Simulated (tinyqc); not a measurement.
## Contact resistivity and sheet resistance from two contact lengths

Inverse problem. Rc = [sqrt(rc Rsh)/Wc] coth(Lc/(2 LT)), LT = sqrt(rc/Rsh), Wc = 136 nm; the second contact is twice as long as the first. Find LT, rc and Rsh.

Rc for Lc = 14 and 28 nm (ohm): 56.4397673  30.8765624

Answer. With t = tanh(Lc/(2 LT)) for the shorter contact, the resistance of the longer over that of the shorter is (1 + t^2)/2. Then sqrt(rc Rsh) = Rc t Wc, and rc and Rsh follow by multiplying and dividing by LT.

LT = 22.1 nm
rc = 5.20e-10 ohm cm^2
Rsh = 107 ohm

Computed by the program tinyqc: `OMP_NUM_THREADS=1 python tinyqc.py 2170054 2170055 out.jsonl`, one thread of a shared Intel Xeon 2.30GHz, about 0.04 s for the whole run.
